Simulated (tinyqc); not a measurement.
As the film thickens, and with more bath resistance: electroplating on a thin resistive seed layer: kinetics, Wagner number and the terminal effect across a wafer. Computed by tinyqc, a small Python program. Command: `OMP_NUM_THREADS=1 python tinyqc.py 3120041 3120042 out.jsonl terminal walk`. One thread of a shared host (Intel(R) Xeon(R) Processor @ 2.30GHz), about 0.02 s of CPU time with the checks.

Current enters the seed at the rim. The bath is treated as a local resistance per area (no lateral flow in the liquid), two electrons per ion, molar volume 7.11 cm^3/mol, Faraday constant F = e N_A, kinematic viscosity 0.01 cm^2/s, omega = 2 pi x rpm/60; k_B T/e is in volts.

Inputs (values chosen for the exercise, of the order of those for copper plating from an acid sulfate bath): wafer radius R = 10 cm; seed thickness t = 27 nm; seed resistivity = 22 microohm cm; bath conductivity kappa = 0.051 S/cm; gap to the anode h = 9.8 cm; extra resistance of a porous plate = 0 ohm cm^2; exchange current density i_0 = 0.67 mA/cm^2; cathodic transfer coefficient alpha = 0.3; mean current density = 26 mA/cm^2; diffusivity of the metal ion = 4.1e-06 cm^2/s; metal ion concentration = 0.51 mol/L; rotation rate = 200 rpm; temperature T = 298 K.

Constants: e = 1.602176634e-19 C; N_A = 6.02214076e+23 1/mol; k_B = 8.617333262e-05 eV/K.

Method:
- Growth rate = i V_m/(2 F). Levich limit i_L = 0.62 x 2 F D^(2/3) omega^(1/2) nu^(-1/6) c. Tafel overpotential eta = (k_B T/(alpha e)) ln(i/i_0); kinetic resistance k_B T/(alpha e i); bath resistance h/kappa + plate; R_s = resistivity/t; Wagner number = kinetic resistance x kappa/R.
- Full model: seed potential phi(r) with (1/r)(r phi')' = R_s i, where i solves phi = R_b i + (k_B T/(alpha e)) ln(i/i_0) (phi being the driving voltage left at r); phi'(0) = 0 and phi'(R) = R_s i_mean R/2. Solved by collocation to a tolerance of 1e-7.
- The film is taken as uniform, with the seed resistivity; the last column adds 100 ohm cm^2 to R_b. Extra power of that plate = i^2 x 100 ohm cm^2 x area.

sheet resistance R_s = 8.14815 ohm/square

bath resistance R_b = 192.157 ohm cm^2

Edge over centre:
```
thickness (nm)  R_s (ohm/square)  as given  with 100 ohm cm^2 more
27.0                      8.1481    2.3450                  1.8174
40.5                      5.4321    1.8246                  1.5151
54.0                      4.0741    1.5928                  1.3756
81.0                      2.7160    1.3787                  1.2434
135.0                     1.6296    1.2195                  1.1427
270.0                     0.8148    1.1070                  1.0701
540.0                     0.4074    1.0528                  1.0348
```

extra power = 21.237 W

What does the comparison show, and why?

The ratio falls below 1.1 from 540 nm on as given, and from 270 nm on with the added resistance: what counts is R_s R^2 against the sum of kinetic and bath resistance.
